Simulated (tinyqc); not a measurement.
Chemical vapour deposition: Grove model, boundary layer, depletion and step coverage: one step, computed by the program tinyqc. Command: `OMP_NUM_THREADS=1 python tinyqc.py 3009694 3009695 out.jsonl cvd walk`. One thread of a shared host (Intel(R) Xeon(R) Processor @ 2.30GHz), about 0.01 s of CPU time with the checks.

A precursor diffuses to the surface and reacts there at first order; each molecule that reacts adds one formula unit of film.

Task: Gas-phase and surface constants. k_s = k0 exp(-E/(k_B T)); C_g = Y p/(k_B T), 1 torr = 133.322 Pa; D = D0 (T/273.15)^1.75 (760/p). Temperatures in kelvin are T(C) + 273.15. Mean speed c = sqrt(8 k_B T/(pi M)); reactive sticking probability beta = 4 k_s/c.

Inputs (values chosen for the exercise, close to those used for silicon nitride (counted as SiN4/3)):
```
quantity                                       value    unit
prefactor k0 of k_s                          9.4e+07    cm/s
activation energy E                              1.8      eV
temperature T                                    790       C
total pressure p                                0.19    torr
mole fraction of the precursor Y                0.32       -
gas diffusivity D0 at 273.15 K and 760 torr     0.24  cm^2/s
precursor mass M                                 101       u
```

Reactor: wafer stack, low pressure.

Constants: k_B = 1.380649e-23 J/K; u = 1.6605390666e-27 kg; k_B = 8.617333262e-05 eV/K.

Give: surface rate constant k_s; precursor density C_g; gas diffusivity D; mean speed c; sticking probability beta.

Result:

surface rate constant k_s = 0.2757 cm/s

precursor density C_g = 5.522e+14 1/cm^3

gas diffusivity D = 10354 cm^2/s

mean speed c = 47209 cm/s

sticking probability beta = 2.336e-05
